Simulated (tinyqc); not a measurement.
n-type polysilicon, carrier trapping at grain boundaries: one step of the calculation.

One-dimensional grains of size Lg, uniform ionised doping N, monovalent traps Qt at each boundary at a depth Et below (for electrons) or above (for holes) the band edge there, abrupt depletion of width W on each side of a boundary, Boltzmann statistics. xi is the distance from the band edge at the grain centre to the Fermi level. Trapped charge Qt/(1 + exp((xi + VB - Et)/Vt)) = 2 N W, barrier VB = q N W^2/(2 eps0 eps_r).

Question. Resistivity and effective mobility. n0 = NB exp(-xi/Vt); mean density n0 (1 - 2 W/Lg) by charge balance in a partly depleted grain, and n0 (sqrt(pi)/2) erf(u)/u with u = sqrt(VB/Vt) in a fully depleted one; v = sqrt(kB T/(2 pi ms m0)); barrier resistivity Vt exp(VB/Vt)/(q fe n0 v Lg); grain resistivity (1 - 2 W/Lg)/(q n0 mug); effective mobility 1/(q mean density total resistivity).

Inputs (values chosen for the exercise); values of the order met in polycrystalline silicon: temperature T = 300 K; conduction-band density of states at T NB = 2.8e19 cm^-3; grain size Lg = 21 nm; mass for thermionic emission ms = 0.59 m0; correction factor of the emission rate fe = 1; mobility inside the grains mug = 45 cm^2/(V s).

Constants: q = 1.602176634e-19 C, kB = 1.380649e-23 J/K, m0 = 9.1093837015e-31 kg, Vt = kB T/q. Results are converted to the units shown.

W = 10.5 nm
xi = 0.40822158 V
VB = 0.031544680 V

Wanted: n0; mean density; v; barrier resistivity; grain resistivity; resistivity; effective mobility.

Answer.

n0 = 3.8845e12 cm^-3
mean density = 2.7480e12 cm^-3
v = 3.5022e6 cm/s
barrier resistivity = 19134 ohm cm
grain resistivity = 0.0000 ohm cm
resistivity = 19134 ohm cm
effective mobility = 118.70 cm^2/(V s)

The resistivity is 51000 times that of a single crystal with the same N and mobility mug, and the mean density is 7.43e-4 % of N. The effective mobility exceeds mug only because drift through the depleted grain is left out.

Computed by the program tinyqc: `OMP_NUM_THREADS=1 python tinyqc.py 2830094 2830095 out.jsonl`, one thread of a shared Intel Xeon 2.30GHz, about 0.01 s for the whole run.
